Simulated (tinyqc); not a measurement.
Shallow acceptor in the spherical model (Baldereschi-Lipari), strong spin-orbit limit: one step, computed by the program tinyqc.

The 1S(3/2) state has an s envelope f(r) and a d envelope g(r). In effective units they obey -(f'' + 2f'/r + 2f/r) + mu (g'' + 5g'/r + 3g/r^2) = E f and -(g'' + 2g'/r - 6g/r^2 + 2g/r) + mu (f'' - f'/r) = E g. The cubic term, the split-off band and the central cell are left out.

Problem. Effective units and couplings. Ry* = Ry/(gamma_1 eps^2), a* = a_0 eps gamma_1, mu = (6 gamma_3 + 4 gamma_2)/(5 gamma_1), delta = (gamma_3 - gamma_2)/gamma_1; spherical masses 1/(gamma_1 (1 - mu)) (heavy) and 1/(gamma_1 (1 + mu)) (light).

Inputs (values chosen for the exercise, for a model semiconductor): Luttinger gamma_1 = 5.38; Luttinger gamma_2 = 0.776; Luttinger gamma_3 = 1.72; dielectric constant eps = 8.86.

Constants: Ry = 13.605693123 eV; a_0 = 0.529177210903 angstrom.

Give: Ry*; a*; mu; delta; heavy-hole mass; light-hole mass.

Solution.

Ry* = 32.22 meV

a* = 25.22 angstrom

mu = 0.4990

delta = 0.1755

heavy-hole mass = 0.3710 m_0

light-hole mass = 0.1240 m_0

Caution: gamma_3 and gamma_2 differ by more than 0.17 gamma_1: band warping, left out here, adds several per cent to the binding.
